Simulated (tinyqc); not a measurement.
Wafer and channel orientation: ellipsoidal valleys in the axes of a wafer and a channel.

Valleys with axes a along x, y and z, one whole valley each; inverse mass tensor w = 1/mt + (1/ml - 1/mt) a a. Device axes: z = nz/|nz|, x = nx/|nx|, y = z cross x; in them a = (ax, ay, az). Confinement mass mz = 1/w_zz. In the plane w_ij is replaced by u_ij = w_ij - w_iz w_jz/w_zz (i, j = x, y); density-of-states mass md = 1/sqrt(det u); conductivity mass along x mc = 1/u_xx; ballistic transport mass mx = u_yy/det u, width mass my = 1/u_yy.

Hard walls: E_n = c (n pi/t)^2/mz, c = hbar^2/2m0, n = 1, 2, 3. Non-degenerate share of a valley proportional to md sum_n exp(-E_n/kT); mean 1/mc = sum of share/mc. 1 nm = 10 angstrom.

Constants: hbar^2/2m0 = 3.80998211 eV angstrom^2; kB = 8.617333262e-05 eV/K.

Inputs chosen for the exercise (near those of the X valleys of AlAs; not measured data): ml = 1.12 m0 (longitudinal mass); mt = 0.196 m0 (transverse mass); t = 3.6 nm (thickness of the film); T = 300 K (temperature).

For each face/channel: the lowest ladder (mz, number of valleys, md, E1, share) and the mean conductivity mass over all valleys.

Results:

| face/channel | mz | valleys | md | E1 (meV) | share | mean mc |
|---|---|---|---|---|---|---|
| (110)/[1-10] | 0.334 | 2 | 0.359 | 87.0 | 0.942 | 0.5790 |
| (001)/[100] | 1.120 | 1 | 0.196 | 25.9 | 0.961 | 0.1992 |
| (110)/[001] | 0.334 | 2 | 0.359 | 87.0 | 0.942 | 0.2058 |
| (113)/[1-10] | 0.603 | 1 | 0.267 | 48.1 | 0.902 | 0.2049 |
| (100)/[011] | 1.120 | 1 | 0.196 | 25.9 | 0.961 | 0.1992 |
| (210)/[001] | 0.576 | 1 | 0.273 | 50.3 | 0.884 | 0.2017 |
| (110)/[1-11] | 0.334 | 2 | 0.359 | 87.0 | 0.942 | 0.3609 |

What does the comparison show?

The mean conductivity mass is lowest, 0.1992, for (001)/[100] and (100)/[011] and highest, 0.5790, for (110)/[1-10]; the bulk value is 0.2703. The confinement energy is lowest on the face with the heaviest mz ((001), 26 meV). The density of states of the lowest ladder, valleys times md, runs between 0.196 and 0.718; a small value limits the charge through the quantum capacitance.

(tinyqc, `OMP_NUM_THREADS=1 python tinyqc.py 1850519 1850520 out.jsonl`, Intel(R) Xeon(R) Processor @ 2.30GHz, 1 thread, shared host, about 0.01 s.)
